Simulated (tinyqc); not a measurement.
Inside a calculation. Model: surface Green function of a chain with one s and one p orbital a site, Sancho-Rubio decimation.

Program tinyqc, `OMP_NUM_THREADS=1 python tinyqc.py 2680135 2680136 out.jsonl`; Intel Xeon 2.30GHz, shared host, one thread, about 0.02 s. Printed values are rounded.

A semi-infinite lead of cells 0, 1, 2, ... with H0 inside a cell and H1 = <cell i|H|cell i + 1>. H1 = [[-vss, vsp], [-vsp, vpp]]. z = E + i eta.

Inputs (values chosen for the exercise):
- es = -2.1 eV (s level)
- ep = 1.23 eV (p level)
- vss = 2.7 eV (s-s hopping (enters as -vss))
- vpp = 3.19 eV (p-p hopping (enters as +vpp))
- vsp = 1.21 eV (s-p hopping)
- E = 7.96 eV (energy)
- eta = 0.1 eV (broadening)

## The blocks

Read off from the list of hoppings.

H0 (eV):
```
      s     p
s  -2.1     0
p     0  1.23
```

H1 (eV):
```
       s     p
s   -2.7  1.21
p  -1.21  3.19
```

## Round 1: decimation

Start with e_s = e = H0, a = H1, b = H1^dagger. Each round: g = (z - e)^(-1); e_s <- e_s + a g b; e <- e + a g b + b g a; a <- a g a; b <- b g b (all with the old a, b). Round k joins cells 2^k apart.

g (1/eV):
```
                    s                   p
s  0.099394-0.000988i  0.000000+0.000000i
p  0.000000+0.000000i  0.148556-0.002207i
```

e_s after round 1 (eV):
```
                   s                 p
s  -1.15792-0.01043i  0.89813-0.01175i
p   0.89813-0.01175i  2.88724-0.02391i
```

e after round 1 (eV):
```
                   s                 p
s  -0.21584-0.02087i  0.00000+0.00000i
p   0.00000+0.00000i  4.54448-0.04782i
```

a after round 1 (eV):
```
                   s                 p
s   0.50708-0.00397i  0.24869-0.00529i
p  -0.24869+0.00529i  1.36619-0.02102i
```

b after round 1 (eV):
```
                  s                  p
s  0.50708-0.00397i  -0.24869+0.00529i
p  0.24869-0.00529i   1.36619-0.02102i
```

## Round 2: decimation

As before.

g (1/eV):
```
                    s                   p
s  0.122285-0.001808i  0.000000+0.000000i
p  0.000000+0.000000i  0.292234-0.012647i
```

e_s after round 2 (eV):
```
                   s                 p
s  -1.10845-0.01294i  0.98182-0.01901i
p   0.98182-0.01901i  3.43939-0.06472i
```

e after round 2 (eV):
```
                   s                 p
s  -0.11691-0.02589i  0.00000+0.00000i
p   0.00000+0.00000i  5.64878-0.12945i
```

a after round 2 (eV):
```
                     s                   p
s   0.013402+0.000594i  0.114511-0.008613i
p  -0.114511+0.008613i  0.537040-0.039948i
```

b after round 2 (eV):
```
                    s                    p
s  0.013402+0.000594i  -0.114511+0.008613i
p  0.114511-0.008613i   0.537040-0.039948i
```

## Round 3: decimation

As before.

g (1/eV):
```
                    s                   p
s  0.123780-0.001929i  0.000000+0.000000i
p  0.000000+0.000000i  0.428449-0.042535i
```

e_s after round 3 (eV):
```
                   s                 p
s  -1.10293-0.01434i  1.00744-0.02554i
p   1.00744-0.02554i  3.56206-0.09558i
```

e after round 3 (eV):
```
                   s                 p
s  -0.10586-0.02868i  0.00000+0.00000i
p   0.00000+0.00000i  5.89412-0.19115i
```

a after round 3 (eV):
```
                     s                   p
s  -0.005480+0.001401i  0.026000-0.006552i
p  -0.026000+0.006552i  0.119451-0.030314i
```

b after round 3 (eV):
```
                     s                    p
s  -0.005480+0.001401i  -0.026000+0.006552i
p   0.026000-0.006552i   0.119451-0.030314i
```

## Course of the decimation

Stop when the largest entry of a and b is below 1e-12 eV, or after 60 rounds. The last column is -Im Tr (z - e_s)^(-1)/pi. At the end g_s = (z - e_s)^(-1), and the bulk Green function is (z - e)^(-1).

Course of the iteration:
```
round  largest |a|, |b| (eV)  surface density of states (1/eV)
1                       1.37                        0.00209963
2                      0.539                        0.00329861
3                      0.123                        0.00405947
4                    7.19e-3                        0.00415302
5                    2.46e-5                        0.00415349
6                   2.88e-10                        0.00415349
7                    < 1e-12                        0.00415349
```

Converged in 7 rounds, which stand for 2^7 cells. E lies outside the bands, where the waves decay by themselves, so few rounds suffice whatever eta is.

## Self-energy, Dyson check and densities of states

converged surface Green function g_s (1/eV):
```
                    s                   p
s  0.113195-0.001759i  0.025884-0.002265i
p  0.025884-0.002265i  0.233104-0.011290i
```

converged bulk Green function (1/eV):
```
                    s                   p
s  0.123956-0.001984i  0.000000+0.000000i
p  0.000000+0.000000i  0.476686-0.069611i
```

Sigma = H1 g_s H1^dagger is what the lead adds to one more cell, and (z - H0 - Sigma)^(-1) must give g_s back. Densities of states: -Im of the diagonals over pi.

Sigma (eV):
```
                  s                 p
s  0.99735-0.01455i  1.00873-0.02650i
p  1.00873-0.02650i  2.33799-0.09998i
```

(z - H0 - Sigma)^(-1) (1/eV):
```
                    s                   p
s  0.113195-0.001759i  0.025884-0.002265i
p  0.025884-0.002265i  0.233104-0.011290i
```

```
orbital  surface density of states (1e-3 1/eV)  bulk density of states (1/eV)
s                                      0.55977                      0.0006316
p                                      3.59373                      0.0221579
```

The surface cell holds 0.00415 states per eV against 0.0228 for a bulk cell.
